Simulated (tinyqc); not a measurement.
Pair of shallow donors (hydrogen-like orbitals): sweeps and comparisons. A value that a table varies takes the place of the one given here.

Each donor has the orbital exp(-r/a); energy unit Ha* = q/(eps a), q = e^2/(4 pi eps0), so that a lone donor is bound by Ha*/2; x = R/a. One electron: S = (1 + x + x^2/3) exp(-x), j = 1/x - (1 + 1/x) exp(-2x), k = (1 + x) exp(-x); levels E(+/-) = -1/2 - (j +/- k)/(1 +/- S) in Ha*, without the repulsion of the ions, split by D = |E(-) - E(+)|. In six valleys the overlaps S and k are multiplied by v = [cos(K Rx) + cos(K Ry) + cos(K Rz)]/3, K = k0 (2 pi/a_lat), for isotropic envelopes and the symmetric valley state.

Two electrons, Heitler-London: with S' = (1 - x + x^2/3) exp(x), C = 1/x - exp(-2x)(1/x + 11/8 + 3x/4 + x^2/6), X = (1/5){exp(-2x)(25/8 - 23x/4 - 3x^2 - x^3/3) + (6/x)[S^2 (0.5772157 + ln x) + S'^2 Ei(-4x) - 2 S S' Ei(-2x)]}, Q = C - 2j + 1/x and A = X - 2 S k + S^2/x, the singlet and triplet lie at (Q +/- w A)/(1 +/- w S^2) from two lone donors, with the valley weight w = v^2; the exchange is J = triplet - singlet.

Constants: e^2/(4 pi eps0) = 14.39964547 eV angstrom.

Values chosen for the exercise (near those of two donors in Si; the results hold for these values, not for the real material): a = 16.2 angstrom (orbital radius); eps = 11.6 (dielectric constant); a_lat = 5.431 angstrom (lattice constant); k0 = 0.847 2 pi/a_lat (valley position); sites = ((8, 8, 0), (8.5, 8.5, 0), (9, 9, 0), (9.5, 9.5, 0), (10, 10, 0), (10.5, 10.5, 0), (11, 11, 0), (11.5, 11.5, 0), (12, 12, 0), (12.5, 12.5, 0)) a_lat (positions of the second donor); Ns = (0.039, 0.098, 0.23, 0.59, 1.4, 2.9, 5.9) x 1e18/cm^3 (donor densities); n = (8, 8, 0) a_lat (separation vector).

## Lattice sites along [110]

D and J for each site, and for v = 1.

Results:

| site | R (angstrom) | v | D (meV) | J (micro-eV) | J for v = 1 |
|---|---|---|---|---|---|
| (8, 8, 0) | 61.4 | 0.442 | 3.50 | 403 | 2.07e+03 |
| (8.5, 8.5, 0) | 65.3 | 0.541 | 3.64 | 431 | 1.47e+03 |
| (9, 9, 0) | 69.1 | -0.144 | 0.809 | 21.5 | 1.04e+03 |
| (9.5, 9.5, 0) | 73.0 | 0.972 | 4.67 | 689 | 729 |
| (10, 10, 0) | 76.8 | -0.322 | 1.27 | 52.6 | 508 |
| (10.5, 10.5, 0) | 80.6 | 0.856 | 2.84 | 258 | 353 |
| (11, 11, 0) | 84.5 | 0.061 | 0.167 | 0.902 | 243 |
| (11.5, 11.5, 0) | 88.3 | 0.294 | 0.666 | 14.4 | 167 |
| (12, 12, 0) | 92.2 | 0.676 | 1.27 | 52.3 | 114 |
| (12.5, 12.5, 0) | 96.0 | -0.235 | 0.364 | 4.30 | 77.8 |

What does this show, and why?

Over these sites the envelope alone changes J by a factor 26.6, and the valley factor v^2 by 255; J runs from 0.902 at (11, 11, 0) to 689 micro-eV at (9.5, 9.5, 0). Along [110] only two valleys keep their phase, so v = (1 + 2 cos)/3 can pass through zero. J does not fall steadily with distance.

## From lone donors to an impurity band (impurity band of shallow donors (Hubbard estimate))

Donors on a simple cubic lattice of spacing R = N^(-1/3) (1/angstrom^3 = 1e24/cm^3), Ha* = q/(eps a), q = e^2/(4 pi eps0), x = R/a. Hopping t = Ha* (1 + x) exp(-x), band width B = 12 t, on-site repulsion U = (5/8) Ha*; the gap closes near B/U = 1.15. Valley factors and disorder are left out.

Results:

| N (1e18/cm^3) | R (angstrom) | N^(1/3) a | t (meV) | B (meV) | B/U |
|---|---|---|---|---|---|
| 0.039 | 294.9 | 0.055 | 1.83e-05 | 0.000220 | 4.59e-06 |
| 0.098 | 216.9 | 0.075 | 0.00169 | 0.0203 | 0.000423 |
| 0.23 | 163.2 | 0.099 | 0.0357 | 0.429 | 0.00896 |
| 0.59 | 119.2 | 0.136 | 0.408 | 4.89 | 0.102 |
| 1.4 | 89.4 | 0.181 | 2.00 | 24.1 | 0.502 |
| 2.9 | 70.1 | 0.231 | 5.38 | 64.6 | 1.35 |
| 5.9 | 55.3 | 0.293 | 11.1 | 133 | 2.78 |

What can be read from the table?

B/U passes 1.15 between 1.4 and 2.9 x 1e18/cm^3; the root is x = 4.52, N^(1/3) a = 0.221, N = 2.5 x 1e18/cm^3, below the 4.1 that the empirical rule N^(1/3) a = 0.26 gives; the estimate is rough, since random positions, the overlap of the orbitals and screening are left out. While N grows by 151 times, t grows by 6.07e+05 times.

## What each parameter does

x, D = |E(-) - E(+)| and J. Each row changes one parameter from the base and keeps the others.

Results:

| case | x | D (meV) | J (micro-eV) |
|---|---|---|---|
| base | 3.793 | 3.496 | 403 |
| a = 17.8 angstrom | 3.452 | 4.004 | 589 |
| eps = 12.8 | 3.793 | 3.168 | 365 |
| k0 = 0.827 2 pi/a_lat | 3.793 | 1.287 | 55.5 |
| n = (9, 8, 0) a_lat | 4.037 | 0.9867 | 32.3 |

What can be read from the table?

The largest shifts from the base row, up to three for each result and ties (the steps differ in size, so this ranks the rows, not the parameters). x: a -0.341, n +0.244; unchanged at the printed digits by eps and k0. D (meV): n -2.51, k0 -2.21, a +0.508. J (micro-eV): n -371, k0 -348, a +185.

Computed by tinyqc, a small Python program: `OMP_NUM_THREADS=1 python tinyqc.py 1252136 1252137 out.jsonl` (the numbers bound the seed that draws the inputs); one thread of a shared host (Intel(R) Xeon(R) Processor @ 2.30GHz), about 0.01 s for the whole set of steps.
